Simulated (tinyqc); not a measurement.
Inverse iteration on a symmetric matrix, step by step. Computed by tinyqc, a small Python program that keeps every step. Settings: method = inverse, shift = 0.39. Command: `OMP_NUM_THREADS=1 python tinyqc.py 22738 22739 out.jsonl` (the two numbers bound the seeds that draw the settings). One thread of a shared host (Intel(R) Xeon(R) Processor @ 2.60GHz), about 0.01 s of CPU time with the checks.

## Step 1

A:
```
         1       2        3        4        5        6
1   1.8500  0.2820   0.1570   0.3880  -0.5420   0.0190
2   0.2820  2.6430   0.0490   0.0730   0.5320   0.3870
3   0.1570  0.0490   3.2280  -0.7550  -0.8010  -0.8650
4   0.3880  0.0730  -0.7550   3.3820   0.0220  -0.4950
5  -0.5420  0.5320  -0.8010   0.0220   4.2880  -0.3870
6   0.0190  0.3870  -0.8650  -0.4950  -0.3870   5.4990
```

vector v at the start: 0.4082  0.4082  0.4082  0.4082  0.4082  0.4082

shift = 0.3900

solve (A - shift) w = v; v' = w/|w| with its largest component positive (the first on a tie); lambda = v'^T A v'.

vector after step 1: 0.5072  0.1182  0.5639  0.3894  0.4041  0.3096

Rayleigh quotient after step 1 = 2.2247

## Step 2

As before.

vector after step 2: 0.5779  -0.1522  0.5599  0.3147  0.4032  0.2605

Rayleigh quotient after step 2 = 1.8941

## Course of the iteration

Stop when the residual |A v - lambda v| is below 1e-9.

Steps:
```
step    lambda  residual
1     2.224664  6.91e-01
2     1.894103  4.56e-01
3     1.730740  2.99e-01
4     1.649604  2.08e-01
5     1.603015  1.58e-01
6     1.573078  1.26e-01
7     1.553348  1.01e-01
8     1.540566  8.08e-02
9     1.532488  6.38e-02
10    1.527486  5.00e-02
11    1.524432  3.90e-02
12    1.522585  3.02e-02
13    1.521474  2.34e-02
14    1.520808  1.81e-02
15    1.520409  1.40e-02
16    1.520171  1.08e-02
17    1.520029  8.36e-03
18    1.519945  6.46e-03
19    1.519894  4.99e-03
20    1.519864  3.85e-03
21    1.519846  2.97e-03
22    1.519835  2.30e-03
23    1.519829  1.77e-03
24    1.519825  1.37e-03
25    1.519823  1.06e-03
26    1.519821  8.16e-04
27    1.519821  6.30e-04
28    1.519820  4.87e-04
29    1.519820  3.76e-04
30    1.519820  2.90e-04
```

all eigenvalues, for comparison: 1.5198  1.8533  2.8544  3.8493  4.9546  5.8586

Not converged in 30 steps: the residual falls only by the ratio of the two smallest distances of eigenvalues from the shift, 0.77 a step.
